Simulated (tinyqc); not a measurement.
Thin (001) film in sp3s* tight binding with raised dangling bonds, step by step. Values are carried at full precision from step to step, so a last printed digit may differ when a step is redone from the rounded ones.

sp3s* tight binding, nearest neighbours only: anion (a) at 0, cation (c) at a/4 (1,1,1), orbitals s, px, py, pz, s* on each; k in units of 2 pi/a. With phases e_j = exp(i (pi/2) k.n_j) for n = (1,1,1), (1,-1,-1), (-1,1,-1), (-1,-1,1): g0 = (e1+e2+e3+e4)/4, g1 = (e1+e2-e3-e4)/4, g2 = (e1-e2+e3-e4)/4, g3 = (e1-e2-e3+e4)/4. The diagonal holds the levels Esa, Epa, Exa (s*) and Esc, Epc, Exc. Anion-cation block: <sa|sc> = Vss g0; <sa|xc> = Vsapc g1; <xa|sc> = -Vscpa g1; <xa|xc> = Vxx g0; <xa|yc> = <ya|xc> = Vxy g3, <xa|zc> = <za|xc> = Vxy g2, <ya|zc> = <za|yc> = Vxy g1; <s*a|xc> = Vxapc g1; <xa|s*c> = -Vpaxc g1; y and z take g2 and g3 in place of g1; s-s* and s*-s* vanish.

Values chosen for the exercise (out of a larger set: near a published set for Si, fitted to gaps, whose masses and valley positions are rough; not measured data): p = (-4.228, 1.73, -4.228, 1.73, 6.629, 6.629, -8.335, 1.731, 4.6, 5.718, 5.718, 5.432, 5.432) eV (order Esa, Epa, Esc, Epc, Exa, Exc, Vss, Vxx, Vxy, Vsapc, Vscpa, Vxapc, Vpaxc); N = 4 (atomic planes in the small film); dl = 30 eV (shift of the dangling hybrids).

## Bulk edges along [001]

Gap at Gamma and minimum on (0,0,kz), kz from 0.5 to 1, from the bulk Ev. States at zero in-plane momentum come from this line alone.

edges (eV): Gamma 3.4620, Delta 1.1056

kz of the minimum = 0.7351 2 pi/a

## The two blocks of the small film

Planes alternate anion (a), cation (c) along [001], a/4 apart, starting with an anion; zero in-plane momentum; levels counted from the bulk Ev, the lower root of [[Epa, Vxx], [Vxx, Epc]]; no spin-orbit coupling. Block of s, pz, s*: from an anion to the cation above, Vss/2 (s,s), Vsapc/2 (s,z), -Vscpa/2 (z,s), Vxx/2 (z,z), Vxapc/2 (s*,z), -Vpaxc/2 (z,s*); to the cation below the same with the s-z and s*-z signs reversed. Block of u = (px + py)/sqrt2 and v = (px - py)/sqrt2: to the cation above (Vxx + Vxy)/2 for u and (Vxx - Vxy)/2 for v, to the cation below the reverse. Each surface atom has two dangling sp3 hybrids; raising both by dl adds (dl/2) [[1, t], [t, 1]] to its s, pz levels (t = -1 at the bottom face, +1 at the top) and dl to the one of u, v in whose plane the missing bonds lie (v for a bottom anion or a top cation, u for a top anion).

Fill them in.

s, pz, s* block (eV), lower triangle:
```
         sa1     za1    *a1     sc2     zc2    *c2     sa3     za3    *a3     sc4     zc4    *c4
sa1   10.773
za1  -15.000  16.731
*a1        0       0  6.630
sc2   -4.168  -2.859      0  -4.227
zc2    2.859   0.866  2.716       0   1.731
*c2        0  -2.716      0       0       0  6.630
sa3        0       0      0  -4.168  -2.859      0  -4.227
za3        0       0      0   2.859   0.866  2.716       0   1.731
*a3        0       0      0       0  -2.716      0       0       0  6.630
sc4        0       0      0       0       0      0  -4.168  -2.859      0  10.773
zc4        0       0      0       0       0      0   2.859   0.866  2.716  15.000  16.731
*c4        0       0      0       0       0      0       0  -2.716      0       0       0  6.630
```

u, v block (eV), lower triangle:
```
       ua1     va1     uc2    vc2    ua3     va3    uc4     vc4
ua1  1.731
va1      0  31.731
uc2  3.166       0   1.731
vc2      0  -1.435       0  1.731
ua3      0       0  -1.435      0  1.731
va3      0       0       0  3.166      0   1.731
uc4      0       0       0      0  3.166       0  1.731
vc4      0       0       0      0      0  -1.435      0  31.731
```

## Levels of the small film

Diagonalise both blocks.

levels of the s, pz, s* block (eV): -11.270  -7.878  -3.207  2.055  2.219  3.866  6.716  6.872  9.070  9.501  29.276  29.317

levels of the u, v block (eV): -2.232  -1.496  -0.797  4.259  4.820  5.694  31.793  31.807

No level lies between 0 and the bulk edge 1.106 eV; confinement has widened the gap at zero in-plane momentum to 2.853 eV.

## Checks

- Lowest conduction level of 201 planes, with the dangling hybrids shifted far away, against the bulk edge: both 1.106.

Computed by tinyqc, a small Python program: `OMP_NUM_THREADS=1 python tinyqc.py 1480375 1480376 out.jsonl` (the numbers bound the seed that draws the inputs); one thread of a shared host (Intel(R) Xeon(R) Processor @ 2.30GHz), about 0.4 s for the whole set of steps.
